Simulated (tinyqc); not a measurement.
Inside a calculation. Model: small-signal admittance of a forward-biased p+-n diode.

tinyqc, about 0.01 s, one thread, Intel Xeon 2.30GHz (shared host): `OMP_NUM_THREADS=1 python tinyqc.py 2890119 2890120 out.jsonl` Printed values are rounded.

Holes injected into a neutral base of width wb with an ohmic contact at its end; low injection, p0 far above the equilibrium density. A small voltage v exp(i w t), w = 2 pi f, modulates the edge density by p0 v/Vt, and the small-signal density obeys Dp d2p/dx2 = (1/tau + i w) p.

Inputs (values chosen for the exercise); permittivity close to that of silicon: temperature T = 275 K; relative permittivity eps_r = 11.7; donor density of the base Nd = 6.3e15 cm^-3; hole diffusion coefficient Dp = 9.4 cm^2/s; hole lifetime tau = 1e-8 s; width of the neutral base wb = 9.8 um; excess hole density at the junction edge p0 = 4.8e12 cm^-3; acceptor density of the p+ side Na = 3e18 cm^-3; signal frequency f = 1.5e6 Hz.

Constants: q = 1.602176634e-19 C, kB = 1.380649e-23 J/K, Vt = kB T/q, eps0 = 8.8541878128e-14 F/cm where lengths are in cm. Results are converted to the units shown.

## Closed-form admittance

L = sqrt(Dp tau); direct current J = (q Dp p0/L) coth(wb/L); k = sqrt(1 + i w tau)/L; diffusion admittance Y = (q Dp p0/Vt) k coth(k wb) = G + i w C_diff; junction capacitance C_j = sqrt(q eps0 eps_r Nd/(2 Vr)) in the depletion approximation, with the remaining barrier Vr = Vt ln(Na/p0), a rough value under forward bias; base-width modulation is left out.

L = 3.065942 um
J = 0.02365752 A/cm^2
k wb = 3.199947+0.150461i
Y = 0.9992841+0.0459995i S/cm^2
C_diff = 0.004880703 uF/cm^2
C_j = 0.04065907 uF/cm^2

G is 1.00 times its low-frequency value J/Vt, and C_diff is 0.120 times C_j.

## The same by finite differences

6 equal intervals, h = wb/6; u = small-signal density over its edge value, u_0 = 1, u_6 = 0; u_(i-1) + b u_i + u_(i+1) = 0 with b = -2 - h^2 (1/tau + i w)/Dp; Y = (q Dp p0/(Vt h)) (-b/2 - u_1), which includes the half box at the edge.

b = -2.283806-0.026748i
u, node 1 to 5: [0.5881394-0.0138276i, 0.3435662-0.0158481i, 0.1969232-0.0131765i, 0.1065205-0.0089772i, 0.0465892-0.0044765i]
Y on the mesh = 1.034245+0.050804i S/cm^2

Against the closed form the real part is 3.5 % above it and the imaginary part 10 % above it; |k h| = 0.53.
